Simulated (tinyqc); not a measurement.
Effective mass of the conduction band from tabulated energies: one step. Least squares over all points. The numbers come from values chosen for the exercise (band of an eight-band Kane model near Ge).

c = hbar^2/2m0. A uniform scatter of up to 0.1 meV has been added to mimic numerical noise.
Constants: hbar^2/2m0 = 3.80998211 eV angstrom^2.

Energies along [100], from the band edge:
```
k (1/angstrom),E (meV)
0.0000000,0.000000
0.0047000,2.161000
0.0094000,8.760400
0.0141000,19.274800
0.0188000,33.835100
0.0235000,51.914700
0.0282000,73.080700
0.0329000,97.161400
0.0376000,123.462700
```

reference mass (curvature of the model at k = 0.0001 1/angstrom) = 0.0383000 m0

Task: Fit E = a k^2 (a = sum k^2 E/sum k^4), then E = a k^2 + b k^4 from the normal equations; E in eV; m = c/a.

Give: sums of k^4, k^6, k^8; sums of k^2 E, k^4 E; a, one term; a and b, two terms; m, one and two terms.

Result:

sums of k^4, k^6, k^8: 4.2805e-06  4.8179e-09  5.8777e-12

sums of k^2 E, k^4 E: 0.00038311  4.2771e-07

a, one term = 89.503 eV angstrom^2

a and b, two terms: 98.19  -7714

m, one and two terms (m0): 0.04257  0.03880

The parabola over all points errs by +11.1 % because the weights k^4 favour the outer points; the second term brings the error to +1.3 %.

Run: tinyqc, `OMP_NUM_THREADS=1 python tinyqc.py 1850772 1850773 out.jsonl`; Intel(R) Xeon(R) Processor @ 2.30GHz, one thread, shared host; about 0.01 s of CPU time with all checks.
